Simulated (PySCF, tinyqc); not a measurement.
G0W0 on RHF in the sto-3g basis, for H4, spin multiplicity 1, step by step. The lowest restricted solution is unstable here: a spin-polarised one lies 0.0486 hartree lower (PySCF). Computed by tinyqc, a small Python program that keeps every step (integrals from PySCF). Settings: charge = 0, multiplicity = 1, basis = sto-3g, method = RHF, energy threshold = 1e-10, iteration cap = 52, orthogonalisation = symmetric, start = Wolfsberg-Helmholz matrix, DIIS depth = 6. Command: `OMP_NUM_THREADS=1 python tinyqc.py 28464 28465 out.jsonl` (the two numbers bound the seeds that draw the settings). One thread of a shared host (Intel(R) Xeon(R) Processor @ 2.60GHz), about 0.09 s of CPU time with the checks. The early iterations of the SCF are left out here.

## One-electron integrals

Geometry (angstrom):
```
atom         x         y         z
H     0.000000  0.000000  0.000000
H     0.000000  0.000000  1.268000
H     0.000000  0.000000  2.327000
H     0.000000  0.000000  3.595000
```

Basis sto-3g: exponents (1/bohr^2) and contraction coefficients of normalised primitives:
```
element  l (shell)  exponent  coefficient
H            s (1)  3.425251     0.154329
H            s (1)  0.623914     0.535328
H            s (1)  0.168855     0.444635
```

Overlap, kinetic and nuclear-attraction integrals over the contracted functions; the nuclear repulsion is the sum of Za Zb / Rab.

nuclear repulsion = 1.93637264 hartree

overlap S:
```
          1H 1s     2H 1s     3H 1s     4H 1s
1H 1s  1.000000  0.353911  0.068014  0.004804
2H 1s  0.353911  1.000000  0.462413  0.068014
3H 1s  0.068014  0.462413  1.000000  0.353911
4H 1s  0.004804  0.068014  0.353911  1.000000
```

kinetic energy T (hartree):
```
           1H 1s      2H 1s      3H 1s      4H 1s
1H 1s   0.760032   0.039241  -0.011395  -0.002612
2H 1s   0.039241   0.760032   0.090864  -0.011395
3H 1s  -0.011395   0.090864   0.760032   0.039241
4H 1s  -0.002612  -0.011395   0.039241   0.760032
```

nuclear attraction V (hartree):
```
           1H 1s      2H 1s      3H 1s      4H 1s
1H 1s  -2.014108  -0.679812  -0.128215  -0.008658
2H 1s  -0.679812  -2.354428  -0.996266  -0.128215
3H 1s  -0.128215  -0.996266  -2.354428  -0.679812
4H 1s  -0.008658  -0.128215  -0.679812  -2.014108
```

core Hamiltonian H = T + V (hartree):
```
           1H 1s      2H 1s      3H 1s      4H 1s
1H 1s  -1.254076  -0.640571  -0.139610  -0.011269
2H 1s  -0.640571  -1.594397  -0.905402  -0.139610
3H 1s  -0.139610  -0.905402  -1.594397  -0.640571
4H 1s  -0.011269  -0.139610  -0.640571  -1.254076
```

## Two-electron integrals

Functions are numbered as in S; the eight-fold symmetry (ij|kl) = (ji|kl) = (kl|ij) leaves the list below.

Two-electron integrals (ij|kl) in chemists' order, unique and non-zero (hartree):
```
(11|11) 0.774606   (21|11) 0.203127   (21|21) 0.075038   (22|11) 0.399697
(22|21) 0.203127   (22|22) 0.774606   (31|11) 0.029261   (31|21) 0.012164
(31|22) 0.038723   (31|31) 0.002276   (32|11) 0.136875   (32|21) 0.069571
(32|22) 0.282898   (32|31) 0.015763   (32|32) 0.134919   (33|11) 0.227189
(33|21) 0.111508   (33|22) 0.459249   (33|31) 0.029261   (33|32) 0.282898
(33|33) 0.774606   (41|11) 0.001455   (41|21) 0.000676   (41|22) 0.002440
(41|31) 0.000144   (41|32) 0.001143   (41|33) 0.002440   (41|41) 0.000010
(42|11) 0.015321   (42|21) 0.007415   (42|22) 0.029261   (42|31) 0.001773
(42|32) 0.015763   (42|33) 0.038723   (42|41) 0.000144   (42|42) 0.002276
(43|11) 0.063816   (43|21) 0.029252   (43|22) 0.111508   (43|31) 0.007415
(43|32) 0.069571   (43|33) 0.203127   (43|41) 0.000676   (43|42) 0.012164
(43|43) 0.075038   (44|11) 0.147198   (44|21) 0.063816   (44|22) 0.227189
(44|31) 0.015321   (44|32) 0.136875   (44|33) 0.399697   (44|41) 0.001455
(44|42) 0.029261   (44|43) 0.203127   (44|44) 0.774606
```

## Orthogonalisation

S = U s U^T; symmetric (Loewdin) form X = U s^(-1/2) U^T, so that X^T S X = 1.

eigenvalues of S: 0.400211  0.753636  1.132573  1.713580

X:
```
           1H 1s      2H 1s      3H 1s      4H 1s
1H 1s   1.055149  -0.210397   0.039862  -0.004755
2H 1s  -0.210397   1.162954  -0.297517   0.039862
3H 1s   0.039862  -0.297517   1.162954  -0.210397
4H 1s  -0.004755   0.039862  -0.210397   1.055149
```

## Starting guess

The start is the generalised Wolfsberg-Helmholz matrix (K = 1.75) built on H; D = 2 C_occ C_occ^T.

D at the start:
```
           1H 1s      2H 1s      3H 1s      4H 1s
1H 1s   0.674789   0.556890  -0.251075  -0.592354
2H 1s   0.556890   0.824840   0.309659  -0.251075
3H 1s  -0.251075   0.309659   0.824840   0.556890
4H 1s  -0.592354  -0.251075   0.556890   0.674789
```

## Iteration 9 (converged): orbitals

converged F (hartree):
```
           1H 1s      2H 1s      3H 1s      4H 1s
1H 1s  -0.174515  -0.365705  -0.102277   0.021521
2H 1s  -0.365705  -0.278495  -0.380096  -0.102277
3H 1s  -0.102277  -0.380096  -0.278495  -0.365705
4H 1s   0.021521  -0.102277  -0.365705  -0.174515
```

Diagonalise F' = X^T F X, C = X C', fill 2 alpha and 2 beta electrons from the bottom; D = 2 C_occ C_occ^T. Each column has its largest component positive (the first on a tie).

F' = X^T F X (hartree):
```
           1          2          3          4
1  -0.047206  -0.361917   0.047493   0.026908
2  -0.361917   0.018706  -0.378292   0.047493
3   0.047493  -0.378292   0.018706  -0.361917
4   0.026908   0.047493  -0.361917  -0.047206
```

orbital energies (hartree): MO1 -0.547211, MO2 -0.310896, MO3 0.167328, MO4 0.633779

coefficients C:
```
            MO1        MO2        MO3        MO4
1H 1s  0.277050   0.560181   0.699606  -0.528404
2H 1s  0.463714   0.363838  -0.417134   0.982560
3H 1s  0.463714  -0.363838  -0.417134  -0.982560
4H 1s  0.277050  -0.560181   0.699606   0.528404
```

D after iteration 9:
```
           1H 1s      2H 1s      3H 1s      4H 1s
1H 1s   0.781118   0.664574  -0.150686  -0.474091
2H 1s   0.664574   0.694818   0.165305  -0.150686
3H 1s  -0.150686   0.165305   0.694818   0.664574
4H 1s  -0.474091  -0.150686   0.664574   0.781118
```

## Convergence

Stop when the energy changes by less than 1e-10 hartree and every element of the error matrix X^T (F D S - S D F) X is below 3e-06.

Course of the cycle:
```
iteration  E (hartree)     change  largest element of the error matrix
1          -1.92362308          -                             1.33e-01
2          -1.96027089  -3.66e-02                             3.59e-02
3          -1.96242806  -2.16e-03                             1.37e-02
4          -1.96279382  -3.66e-04                             2.85e-04
5          -1.96279400  -1.81e-07                             7.25e-05
6          -1.96279401  -8.38e-09                             4.14e-05
7          -1.96279401  -2.07e-09                             2.89e-05
8          -1.96279401  -1.96e-09                             4.97e-07
9          -1.96279401  -2.67e-13                             1.59e-09
```

PySCF RHF in the same basis = -1.96279401 hartree

Converged in 9 iterations.

## Populations, bond orders and dipole

Mulliken: Z minus the diagonal of D S on the atom; Loewdin: the same with S^(1/2) D S^(1/2); Mayer order: 2 sum_s sum (D(s) S)_ij (D(s) S)_ji over the two atoms.

Charges (e):
```
atom   Mulliken    Loewdin
1H    -0.003792  -0.011933
2H     0.003792   0.011933
3H     0.003792   0.011933
4H    -0.003792  -0.011933
```

Mayer bond orders:
```
pair      order
2-1    0.772805
3-1   -0.001751
3-2    0.228932
4-1    0.228932
4-2   -0.001751
4-3    0.772805
```

dipole moment about the origin, x y z (debye): 0.000000  0.000000  0.000000

## Integrals over molecular orbitals

(pq|rs) = sum C_ip C_jq C_kr C_ls (ij|kl), one index at a time.

one-electron integrals over orbitals h = C^T H C (hartree):
```
           1          2          3          4
1  -1.670239   0.000000   0.150683   0.000000
2   0.000000  -1.370820   0.000000  -0.115722
3   0.150683   0.000000  -1.197858   0.000000
4   0.000000  -0.115722   0.000000  -0.983980
```

Two-electron integrals over orbitals (pq|rs), unique and non-zero (hartree):
```
(11|11) 0.481024    (21|21) 0.135133    (22|11) 0.388568    (22|22) 0.417920
(31|11) -0.091144   (31|22) 0.021395    (31|31) 0.104929    (32|21) 0.102330
(32|32) 0.161832    (33|11) 0.399298    (33|22) 0.416675    (33|31) 0.010308
(33|33) 0.431158    (41|21) 0.049179    (41|32) -0.049536   (41|41) 0.109493
(42|11) 0.089213    (42|22) -0.013525   (42|31) -0.097218   (42|33) -0.015504
(42|42) 0.102362    (43|21) -0.132679   (43|32) -0.105739   (43|41) -0.048217
(43|43) 0.143116    (44|11) 0.502076    (44|22) 0.412731    (44|31) -0.093142
(44|33) 0.425342    (44|42) 0.096837    (44|44) 0.549448
```

## Screening: direct RPA

With D = e_a - e_i and K = (ia|jb): diagonalise D^(1/2) (D + 4K) D^(1/2) = Z w^2 Z^T; X + Y = D^(1/2) Z w^(-1/2), each column of Z with its largest component positive (the first on a tie); E_c = (sum w - tr (D + 2K)) / 2.

D^(1/2) (D + 4K) D^(1/2) (hartree^2):
```
           1>3        1>4        2>3        2>4
1>3   0.810469   0.000000   0.000000  -0.319492
1>4   0.000000   1.911981  -0.148908   0.000000
2>3   0.000000  -0.148908   0.538265   0.000000
2>4  -0.319492   0.000000   0.000000   1.279206
```

excitation energies w (hartree): 0.722709  0.805358  1.200448  1.388502

X + Y:
```
            1         2          3          4
1>3  0.000000  0.840243  -0.348682   0.000000
1>4  0.136197  0.000000   0.000000   0.917003
2>3  0.808825  0.000000   0.000000  -0.062527
2>4  0.000000  0.489481   0.791327   0.000000
```

RPA correlation energy = -0.07932196 hartree

## G0W0 on Hartree-Fock: HOMO

W(p,q,m) = sqrt2 sum_ia (pq|ia) (X+Y)_ia,m; Sigma_c(x) = sum_(i,m) W^2/(x - e_i + w_m) + sum_(a,m) W^2/(x - e_a - w_m); solve x = e_p + Sigma_c(x) by Newton steps; Z = 1/(1 - dSigma/dx); 1 hartree = 27.211386 eV.

The 12 largest terms at x = e_p (hartree; W for the signs of X + Y given):
```
q  m          W       term
3  1   0.175570  -0.025668
1  1   0.126522   0.016692
4  3   0.162493  -0.012309
3  4  -0.078550  -0.003305
1  4   0.054729   0.001843
4  2  -0.044664  -0.001140
2  3  -0.025686   0.000550
2  2   0.016061   0.000320
```

Newton steps (hartree):
```
step          x  Sigma_c(x)         Z
0     -0.310896   -0.023016  0.953354
1     -0.332839   -0.021943  0.953388
2     -0.332839   -0.021943  0.953388
```

quasiparticle energy of the HOMO = -9.057018 eV

Hartree-Fock value = -8.459910 eV

## G0W0 on Hartree-Fock: LUMO

As before.

The 12 largest terms at x = e_p (hartree; W for the signs of X + Y given):
```
q  m          W       term
2  1   0.175570   0.025668
4  1  -0.130237  -0.014264
1  3  -0.160539   0.013458
2  4  -0.078550   0.003305
1  2   0.057388   0.002167
4  4  -0.053180  -0.001525
3  3  -0.022433  -0.000419
3  2   0.001517  -2.86e-06
```

Newton steps (hartree):
```
step         x  Sigma_c(x)         Z
0     0.167328    0.028388  0.957152
1     0.194499    0.027180  0.957722
2     0.194507    0.027180  0.957722
```

quasiparticle energy of the LUMO = 5.292817 eV

Hartree-Fock value = 4.553215 eV
